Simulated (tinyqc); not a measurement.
Anisotropic elasticity and sound waves of a cubic crystal. Changing the C44. Computed by tinyqc, a small Python program. Command: `OMP_NUM_THREADS=1 python tinyqc.py 3004068 3004069 out.jsonl cubicelastic sweep`. One thread of a shared host (Intel(R) Xeon(R) Processor @ 2.30GHz), about 0.01 s of CPU time with the checks.

Voigt order 1..6 = xx, yy, zz, yz, xz, xy, with engineering shear strains. The rotated frame has x' as named, z' along the wafer normal and y' = z' x x'.

Inputs (values chosen for the exercise, modelled on silicon):
```
quantity                                value   unit
C11                                     168.7    GPa
C12                                     64.03    GPa
expansion coefficient of the film         2.6  ppm/K
expansion coefficient of the substrate    5.7  ppm/K
cooling Delta T                           300      K
```

Frame: (001) wafer, x' along [210].

direction cosines a (rows x', y', z' in the cube axes):
```
            x         y         z
x'   0.894427  0.447214  0.000000
y'  -0.447214  0.894427  0.000000
z'   0.000000  0.000000  1.000000
```

Method:
- S11 = (C11 + C12)/D, S12 = -C12/D, D = (C11 - C12)(C11 + 2 C12), S44 = 1/C44. Zener ratio A = 2 C44/(C11 - C12); S0 = S11 - S12 - S44/2; H = 2 C44 + C12 - C11.
- C'_ijkl = C12 delta_ij delta_kl + C44 (delta_ik delta_jl + delta_il delta_jk) - H sum_m a_im a_jm a_km a_lm.
- Invert C' to S'. E along x' = 1/S'11, along y' = 1/S'22; Poisson ratios nu(x'y') = -S'12/S'11 and nu(x'z') = -S'13/S'11; in-plane shear modulus 1/S'66.
- On cooling, a thick substrate imposes eps_1 = eps_2 = (alpha_film - alpha_substrate) Delta T and eps_6 = 0; the free surface sets sigma_3 = sigma_4 = sigma_5 = 0, which fixes eps_3, eps_4, eps_5. Biaxial modulus M = (sigma_1 + sigma_2)/(2 eps); energy density M eps^2. Elastic response and constant coefficients are assumed.

One run for each value:
```
C44 (GPa)  Zener ratio A  E along x' (GPa)  E along y' (GPa)  biaxial modulus M (GPa)  nu(x'y')  nu(x'z')
15.7              0.3000             68.37             68.37                   184.12   0.62868   0.14094
22.0              0.4204             85.41             85.41                   184.12   0.53612   0.17607
30.7              0.5866            103.66            103.66                   184.12   0.43702   0.21368
43.0              0.8216            122.61            122.61                   184.12   0.33411   0.25274
60.1              1.1484            140.90            140.90                   184.12   0.23478   0.29044
84.1              1.6070            157.79            157.79                   184.12   0.14305   0.32525
118.0             2.2547            172.68            172.68                   184.12   0.06218   0.35595
165.0             3.1528            185.02            185.02                   184.12  -0.00484   0.38139
230.0             4.3948            194.90            194.90                   184.12  -0.05851   0.40176
```

Over the rows, Zener ratio A rises from 0.300 to 4.39 (exponent d ln y / d ln x about 1.0 throughout); E along x' (GPa) rises from 68.4 to 195 (exponent d ln y / d ln x 0.66 between the first rows and 0.16 between the last); E along y' (GPa) rises from 68.4 to 195 (exponent d ln y / d ln x 0.66 between the first rows and 0.16 between the last); biaxial modulus M (GPa) does not change. The exponent of biaxial modulus M stays at 0: a (001) film is not sheared in the cube frame. The crystal is isotropic at C44 = (C11 - C12)/2 = 52.3 GPa.
